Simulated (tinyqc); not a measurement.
Inside a calculation: heavy doping: gap narrowing, degeneracy and the minority density. Values are carried at full precision from step to step, so a last printed digit may differ when a step is redone from the rounded ones.

Empirical narrowing (Slotboom form, constants chosen for the exercise; published fits of this form give the apparent narrowing, here it is taken as the true one): dEg = E0 [ln(N/N0) + sqrt(ln(N/N0)^2 + C)].

Constants: kB = 8.617333262e-05 eV/K; e^2/(4 pi eps0) = 14.39964547 eV angstrom.

Values chosen for the exercise (gap and densities of states near those of GaAs at this temperature; narrowing constants of the size fitted for Si, not for this material; the results hold for these values, not for the real material): N = 4e+17 1/cm^3 (ionised donors, equal to the majority density); E0 = 10.09 meV (narrowing scale); N0 = 8.5e+16 1/cm^3 (onset density); C = 0.5 (smoothing constant); Nc = 6.63e+17 1/cm^3 (conduction-band density of states); Eg = 1.38 eV (gap); Nv = 1.47e+19 1/cm^3 (valence-band density of states); T = 400 K; eps = 12.9 (dielectric constant); Mv = 1 (majority valleys).

## Gap narrowing

Evaluate at N.

ln(N/N0) = 1.5488
dEg (empirical fit) = 32.81 meV

Well above N0 each decade of doping adds 2 E0 ln 10 = 46.5 meV.

## Degeneracy of the majority band

F_j(eta) = (1/Gamma(j + 1)) integral_0^infinity x^j dx/(1 + exp(x - eta)), which tends to exp(eta) for eta << 0.

Majority: N = Nc F_1/2(eta), eta the distance of EF beyond the majority band edge in kT. Degeneracy factor gam = F_1/2(eta)/exp(eta). ni0^2 = Nc Nv exp(-Eg/kT); product n p = ni0^2 gam exp(dEg/kT), dEg the true narrowing; apparent narrowing dEa = dEg + kT ln gam; minority density = n p/N.

Solve for eta and form gam.

N/Nc = 0.6033
eta = -0.2938
gam = 0.8093

## Product and minority density

Combine both effects.

ni0 = 6.32e+09 1/cm^3
exp(dEg/kT) = 2.59
dEa = 25.5 meV
sqrt(n p) = 9.15e+09 1/cm^3
minority density = 209 1/cm^3

Narrowing multiplies the product by 2.59 and degeneracy by 0.809; together they change the minority density by a factor 2.1 against ni0^2/N.

## Two estimates of the size

Two physical estimates, e2 = e^2/(4 pi eps0), N in 1/angstrom^3: exchange shift at the Fermi level, Ex = (e2/eps) kF/pi with kF = (3 pi^2 N/Mv)^(1/3); screened-pair energy (Lanyon-Tuft), Es = (3/4)(e2/eps) qs with qs^2 = (4 pi e2 N/(eps kT)) F_-1/2(eta)/F_1/2(eta).

Evaluate both at N.

kF = 0.02279 1/angstrom
Ex = 8.10 meV
Es = 9.71 meV

Against the fitted dEg = 32.8 meV, Ex is 0.25 and Es 0.30 times as large; each keeps one mechanism only, and Ex assumes a strongly degenerate gas, while here eta is only -0.29.

## Checks

- Minority density against the Boltzmann occupation of the other band at the narrowed gap (1/cm^3): both 209.4.

Run: tinyqc, `OMP_NUM_THREADS=1 python tinyqc.py 1681883 1681884 out.jsonl`; Intel(R) Xeon(R) Processor @ 2.30GHz, one thread, shared host; about 0.01 s of CPU time with all checks.
